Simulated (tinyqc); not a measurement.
Born-Mayer model of an ionic crystal AB: one step, computed by the program tinyqc.

Energies are per ion pair and r is the nearest distance of unlike ions.

Task: Terms of the lattice energy. Madelung constant M, unlike neighbours z1, like neighbours z2 at f r, volume per pair: rock salt 1.747565, 6, 12, sqrt2, 2 r^3; caesium chloride 1.762675, 8, 6, 2/sqrt3, 8 r^3/(3 sqrt3); zinc blende 1.638055, 4, 12, sqrt(8/3), 16 r^3/(3 sqrt3). U(r) = -M z^2 e^2/(4 pi eps_0 r) + z1 lambda exp(-r/rho).

Inputs (values chosen for the exercise, for a model salt): ionic charge z = 1; unlike repulsion lambda = 579 eV; range rho = 0.35 angstrom.

Structure: zinc blende. Short range: nearest neighbours only.

equilibrium distance r0 = 2.656844 angstrom

Constants: e^2/(4 pi eps_0) = 14.39964548 eV angstrom.

Give: terms; lattice energy U.

Result:

terms (eV): Coulomb -8.8780, unlike repulsion 1.1695

lattice energy U = -7.7084 eV per pair

The short-range terms together cancel 13.2 % of the Coulomb energy, which is rho/r0 = 0.1317: U = -(M z^2 e^2/(4 pi eps_0 r0))(1 - rho/r0).
